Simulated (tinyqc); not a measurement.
Deep-level transient spectroscopy: two steps of the calculation.

Schottky contact on an n-type layer with shallow donors Nd (all ionised) and a donor-like deep trap, neutral when filled and positive when empty; depletion approximation. Traps within lam of the depletion edge stay filled. A long pulse to Vp fills the traps beyond x1 = Wp - lam; back at Vr those between x1 and x2 = Wr - lam emit. A rate window reads S = C(t2) - C(t1).

Inputs (values chosen for the exercise); material values those of a made-up semiconductor: relative permittivity eps_r = 9.55; conduction-band density of states at 300 K Nc = 3.22e19 cm^-3; shallow donor density Nd = 1.9e16 cm^-3; built-in voltage Vbi = 0.65 V; depth of the trap below the conduction edge Et = 0.26 eV; trap density Nt = 6.6e13 cm^-3; reverse bias Vr = 9.8 V; reverse bias during the filling pulse Vp = 0 V; first sampling time t1 = 0.1 ms; second sampling time t2 = 0.4 ms; temperature of the transient T = 169 K.

Constants: q = 1.602176634e-19 C, kB = 1.380649e-23 J/K, eps0 = 8.8541878128e-14 F/cm where lengths are in cm. Results are converted to the units shown.

Task 1. Widths. lam = sqrt(2 eps0 eps_r (EF - ET)/(q Nd)), EF - ET = Et - (kB T/q) ln(Nc(T)/Nd), Nc(T) = Nc (T/300 K)^1.5. In the steady state at the band bending V, 2 eps0 eps_r V/q = Nd W^2 + Nt (W - lam)^2 (the second term only if W > lam). V = Vbi + Vr gives Wr and V = Vbi + Vp gives Wp; x1 = max(Wp - lam, 0).

Find: lam; Wr; Wp; x1; x2; G = (x2^2 - x1^2)/Wr^2.

Result 1.

lam = 95.53 nm
Wr = 760.9 nm
Wp = 189.9 nm
x1 = 94.42 nm
x2 = 665.4 nm
G = (x2^2 - x1^2)/Wr^2 = 0.7493

Task 2. The transient. W(t)^2 = Wr^2 + (Nt/Nd)(x2^2 - x1^2) exp(-en t), C = eps0 eps_r/W; for small Nt, dC/C = -(Nt/2 Nd) G exp(-en t) with G = (x2^2 - x1^2)/Wr^2. S = C(t2) - C(t1).

t, sample 0 to 6 (ms): [0, 0.05, 0.1, 0.25, 0.4, 0.8, 2]
en = 4100.7498 1/s
Wr = 760.92379 nm
G = (x2^2 - x1^2)/Wr^2 = 0.74928575

Give: C; C - C(final); S.

Result 2.

C, sample 0 to 6 (nF/cm^2): [11.10, 11.10, 11.10, 11.11, 11.11, 11.11, 11.11]
C - C(final), sample 0 to 6 (pF/cm^2): [-14.43, -11.76, -9.58, -5.18, -2.80, -0.54, 0.00]
S = 6.781 pF/cm^2

Program tinyqc, `OMP_NUM_THREADS=1 python tinyqc.py 2050172 2050173 out.jsonl`; Intel Xeon 2.30GHz, shared host, one thread, about 0.01 s.
